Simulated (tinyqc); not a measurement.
A chain with uneven site energies and dephasing by Buettiker voltage probes: one step of the calculation.

Sites 1 to 3 form a chain with hopping -t. Lead L joins site 1 and lead R site 3, both semi-infinite chains with hopping -t and site energy 0. Every site carries a probe with self-energy -i Gamma_p/2 that draws no net current. Linear response at zero temperature: mu_L = 1, mu_R = 0 in units of the bias.

Problem. Current at both leads. In units of (2 q^2/h) times the bias, T_RL + sum_p T_pL (1 - mu_p) leaves L and T_RL + sum_p T_pR mu_p enters R.

T_RL = 0.27072079

| probe | T_pL | T_pR | mu_p |
|---|---|---|---|
| 1 | 0.15210520 | 0.09846945 | 0.58882069 |
| 2 | 0.34153352 | 0.17895061 | 0.61743641 |
| 3 | 0.09846945 | 0.24166436 | 0.36220682 |

Find: current leaving L; current entering R.

Solution.

current leaving L = 0.52672
current entering R = 0.52672

The two are equal: the probes conserve the current.

Computed by the program tinyqc: `OMP_NUM_THREADS=1 python tinyqc.py 2700043 2700044 out.jsonl`, one thread of a shared Intel Xeon 2.30GHz, about 0.01 s for the whole run.
